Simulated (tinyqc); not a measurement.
Off-state parameters from two currents.

Question. Well above V0 the off-state current of a threshold switch is I = Ith exp((V - Vth)/V0). Find V0, Ith and the slope V0 ln 10.

Parameters, values chosen for the exercise:
```
symbol,value,unit,meaning
Vth,2.2,V,threshold voltage
```

I at 1.1 and 1.65 V (nA): [2.5573281, 18.233284]

Solution. ln I is linear in V.

V0 = 0.280 V
Ith = 0.130 uA
slope = 645 mV/decade

tinyqc, about 0.01 s, one thread, Intel Xeon 2.30GHz (shared host): `OMP_NUM_THREADS=1 python tinyqc.py 2490028 2490029 out.jsonl`
